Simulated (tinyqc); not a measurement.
Thermal, flicker and telegraph noise of a field-effect transistor: one step, computed by the program tinyqc.

Strong inversion, threshold roll-off and channel-length modulation left out; noise sources are uncorrelated and are given as one-sided spectral densities.

Problem. Flicker noise. C_ox = 3.9 eps_0/t; V_c = 2 v_s L/mu; I = W C_ox v_s V_ov^2/(V_ov + V_c); g_m = W C_ox v_s V_ov (V_ov + 2 V_c)/(V_ov + V_c)^2; g_d0 = mu C_ox (W/L) V_ov. Tunnelling length lambda = hbar/(2 sqrt(2 m_ox phi)); flat-band noise S_Vfb = e^2 k_B T lambda N_t/(W L C_ox^2 f). Hooge: S_I = I^2 alpha_H/(f N), N = W L C_ox V_ov/e (the source-end density).

Inputs (values chosen for the exercise, modelled on a high-k silicon transistor):
```
quantity                        value         unit
width W                           0.2   micrometre
length L                           25           nm
electrical oxide thickness t      1.5           nm
mobility mu                       290   cm^2/(V s)
saturation velocity v_s          0.78     1e7 cm/s
overdrive V_ov                    0.7            V
oxide trap density N_t        1.7e+16  1/(eV cm^3)
oxide barrier phi                 2.4           eV
oxide mass m_ox                  0.24          m_0
Hooge parameter alpha_H        0.0002            -
frequency f                      1000           Hz
temperature T                     400            K
```

Operating region: saturation. Flicker model: Hooge.

drain current I = 210.8751 microampere

Constants: eps_0 = 8.8541878128e-12 F/m; hbar = 1.054571817e-34 J s; m_0 = 9.1093837015e-31 kg; e = 1.602176634e-19 C; k_B = 8.617333262e-05 eV/K.

Give: tunnelling length lambda; S_Vfb; flicker S_I; flicker S_I/I^2.

Solution.

tunnelling length lambda = 1.286 angstrom

S_Vfb = 7.300e-13 V^2/Hz

flicker S_I = 1.768e-17 A^2/Hz

flicker S_I/I^2 = 3.977e-10 1/Hz
